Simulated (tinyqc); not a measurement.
Inside a calculation. Model: band bending at a free surface with a continuum of surface states, surface photovoltage and Kelvin probe.

Program tinyqc, `OMP_NUM_THREADS=1 python tinyqc.py 2430088 2430089 out.jsonl`; Intel Xeon 2.30GHz, shared host, one thread, about 0.01 s. Printed values are rounded.

n-type bulk, xi = Ec - EF = Vt ln(Nc/Nd), p0 = ni^2/Nd, ni = sqrt(Nc Nv) exp(-Eg/(2 Vt)), Eg in volts. b is the upward band bending, u = b/Vt. Space charge per area, in units of q: Qc = sign(b) sqrt((2 eps0 eps_r Vt/q) [(Nd + dn)(exp(-u) - 1) + Nd u + (p0 + dn)(exp(u) - 1)]), with dn the excess density under light (flat quasi-Fermi levels; 0 in the dark). The states hold -Ds (E0 - xi - b): negative while the Fermi level lies above the neutrality level. Neutrality: Qc + Qf + (charge of the states) = 0.

Inputs (values chosen for the exercise); band and dielectric values close to those of gallium arsenide:

| symbol | value | unit | meaning |
|---|---|---|---|
| T | 300 | K | temperature |
| Eg | 1.44 | eV | band gap |
| eps_r | 13.1 |  | relative permittivity |
| Nc | 4.46e17 | cm^-3 | conduction-band density of states at T |
| Nv | 8.91e18 | cm^-3 | valence-band density of states at T |
| chi | 4.09 | eV | electron affinity |
| Nd | 1.1e15 | cm^-3 | donor density |
| Qf | 0 | cm^-2 | fixed positive charge at the surface |
| pt | 4.75 | eV | work function of the probe tip |
| Ds | 3e12 | cm^-2 eV^-1 | density of surface states |
| E0 | 0.57 | eV | depth of their neutrality level below the conduction edge |
| dn | 1.9e9 | cm^-3 | excess carrier density under light |

Constants: q = 1.602176634e-19 C, kB = 1.380649e-23 J/K, Vt = kB T/q, eps0 = 8.8541878128e-14 F/cm where lengths are in cm. Results are converted to the units shown.

## Bulk quantities

xi, ni, p0, the Debye length sqrt(eps0 eps_r Vt/(q Nd)) and the flat-band work function chi + xi.

xi = 0.155241 eV
ni = 1.60007e6 cm^-3
p0 = 0.00232747 cm^-3
Debye length = 130.438 nm
chi + xi = 4.24524 eV

## Iteration 1: band bending in the dark

b at the start = 0.33 V

Newton step: b(new) = b - (Qc + Qf - Ds (E0 - xi - b))/(dQc/db + Ds), dQc/db = (eps0 eps_r/q) [Nd (1 - exp(-u)) + p0 exp(u)]/Qc.

b after iteration 1 = 0.389297 V

## Iteration 2: band bending in the dark

As before.

b after iteration 2 = 0.389394 V

## Course of the iteration

Stop when b changes by less than 1e-10 V, or after 40 iterations.

Course of the iteration:
```
iteration     b (V)  change (V)
1          0.389297      0.0593
2          0.389394     9.72e-5
3          0.389394    2.19e-10
4          0.389394           0
```

Converged in 4 iterations.

## Work function and Kelvin-probe reading

converged b = 0.389394 V

Work function chi + xi + b; contact potential difference CPD = (work function of the sample) - pt. Depth of EF below Ec at the surface: xi + b. Depletion width Qc/Nd.

xi + b = 0.544636 eV
Qc = 7.60928e10 cm^-2
Qc/Nd = 691.753 nm
work function = 4.63464 eV
CPD = -115.364 mV

The Fermi level lies 25.4 meV above the neutrality level.

## Surface photovoltage

Under chopped light the surface charge keeps its dark value, so b falls to bL with Qc(bL, dn) = Qc(b, 0); the photovoltage is b - bL. Qc rises with b, so bL follows by bisection.

bL = 0.352338 V
photovoltage = 37.0566 mV
share of b removed = 9.51648 %
excess holes at the surface, dn exp(bL/Vt) = 1.57676e15 cm^-3
